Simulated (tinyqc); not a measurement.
Inside a calculation. Model: thermal displacements in the Debye model: Debye-Waller factors, bond-length spread and the Lindemann rule. Computed by tinyqc, a small Python program that keeps every step. Command: `OMP_NUM_THREADS=1 python tinyqc.py 3008860 3008861 out.jsonl debyewaller walk`. One thread of a shared host (Intel(R) Xeon(R) Processor @ 2.30GHz), about 0.01 s of CPU time with the checks. Intermediate numbers are printed to about 6 digits and carried at full precision; extremes and crossings named in words are read from the listed rows.

A Debye spectrum with three branches of one velocity, cut at k_B Theta; 2 atoms per cube, nearest neighbours at d = 0.866025 a.

Inputs (values chosen for the exercise, modelled on tungsten):

| quantity | value | unit |
|---|---|---|
| atomic mass M | 183.84 | u |
| Debye temperature Theta | 333 | K |
| lattice constant a | 3.165 | angstrom |
| temperature T | 20 | K |
| Lindemann ratio x_L | 0.1 | - |
| gamma-ray energy E | 67.4 | keV |
| photoelectron wave number k | 6.3 | 1/angstrom |

Structure: bcc.

reflection (h k l): 3  3  2

Constants: hbar^2/u = 4.18015928e-03 eV angstrom^2; k_B = 8.617333262e-05 eV/K; e = 1.602176634e-19 C; u = 1.6605390666e-27 kg; c = 299792458 m/s; hbar = 6.582119569e-16 eV s.

## Mean-square displacement

<u_x^2> = (3 hbar^2/(2 M k_B Theta)) int_0^1 s coth(s Theta/(2T)) ds (64 Gauss-Legendre points); it tends to 3 hbar^2/(4 M k_B Theta) at T = 0 and to 3 hbar^2 T/(M k_B Theta^2) at high T. B = 8 pi^2 <u_x^2>.

<u_x^2> = 6.08393e-04 angstrom^2

zero-point value = 5.94288e-04 angstrom^2

classical value = 1.42772e-04 angstrom^2

B factor = 0.0480368 angstrom^2

The zero-point value is 97.7 % and the classical value 23.5 % of the full result; the two are limits, not parts that add.

## Loss of Bragg intensity

G = 2 pi sqrt(h^2 + k^2 + l^2)/a; the intensity is multiplied by exp(-2W), 2W = G^2 <u_x^2>; the loss goes into thermal diffuse scattering.

|G| = 9.31145 1/angstrom

2W = 0.0527496

intensity factor exp(-2W) = 0.948618

## Recoil-free fraction

A nucleus of this mass is supposed to emit a gamma ray of the energy chosen: recoil energy E_R = E^2/(2 M c^2), wave number k_g = E/(hbar c), recoil-free fraction f = exp(-k_g^2 <u_x^2>).

recoil energy = 13.2639 meV

k_g = 34.1565 1/angstrom

recoil-free fraction f = 0.491746

E_R is 0.46 k_B Theta.

## Spread of the bond length

Correlated Debye model: sigma^2 = (3 hbar^2/(M k_B Theta)) int_0^1 s coth(s Theta/(2T)) [1 - sin(s q_D R)/(s q_D R)] ds for two atoms at distance R, q_D = (6 pi^2 n)^(1/3), n atoms per volume; uncorrelated motion would give 2 <u_x^2>. An EXAFS amplitude is damped by exp(-2 k^2 sigma^2).

sigma^2 of the nearest bond = 0.00100001 angstrom^2

correlation 1 - sigma^2/(2 <u_x^2>) = 0.178151

EXAFS damping = 0.923688

Neighbours move partly together, which removes 18 % of the uncorrelated spread.

## Lindemann melting temperature

Melting is placed where sqrt(3 <u_x^2>) = x_L d; the classical form gives T_m = M k_B Theta^2 (x_L d)^2/(9 hbar^2).

Lindemann T_m = 3507.24 K

classical T_m = 3508.12 K

ratio sqrt(3 <u_x^2>)/d at T = 0.0155865

The rule is empirical: x_L is fitted within a family of like crystals, and T_m goes as its square.

## Displacements against temperature

The correlation is 1 - sigma^2/(2 <u_x^2>); exp(-2W) uses 2W = G^2 <u_x^2>.

Displacements (angstrom^2):

| T (K) | <u_x^2> | classical | sigma^2 at d | sigma^2 at 2d | exp(-2W) |
|---|---|---|---|---|---|
| 10 | 5.97814e-04 | 7.13859e-05 | 9.98948e-04 | 0.00113607 | 0.949488 |
| 33 | 6.32678e-04 | 2.35574e-04 | 0.00100655 | 0.00115754 | 0.946622 |
| 67 | 7.48582e-04 | 4.78286e-04 | 0.00108115 | 0.00130052 | 0.937157 |
| 120 | 0.00102737 | 8.56631e-04 | 0.00135114 | 0.00171711 | 0.914776 |
| 180 | 0.00140315 | 0.00128495 | 0.00176467 | 0.00230714 | 0.885451 |
| 270 | 0.00200765 | 0.00192742 | 0.00246137 | 0.00327194 | 0.840238 |
| 400 | 0.00291003 | 0.00285544 | 0.00352322 | 0.00472243 | 0.777005 |
| 600 | 0.00431969 | 0.00428316 | 0.00519771 | 0.00699554 | 0.687612 |
| 730 | 0.00524123 | 0.00521117 | 0.00629622 | 0.00848329 | 0.634809 |

The classical line is within 5 % from T = 270 K (T/Theta = 0.81) on. The correlation of nearest neighbours grows from 0.16 to 0.40, since thermal motion weights long waves, which move neighbours together, more than zero-point motion does; at 2d it ends at 0.19. The reflection keeps 95 % of its intensity at the lowest T and 63 % at the highest.

Checks made by the program: high-temperature series <u^2> = classical x (1 + (Theta/T)^2/36) at T = 5 Theta (relative difference 4e-07).
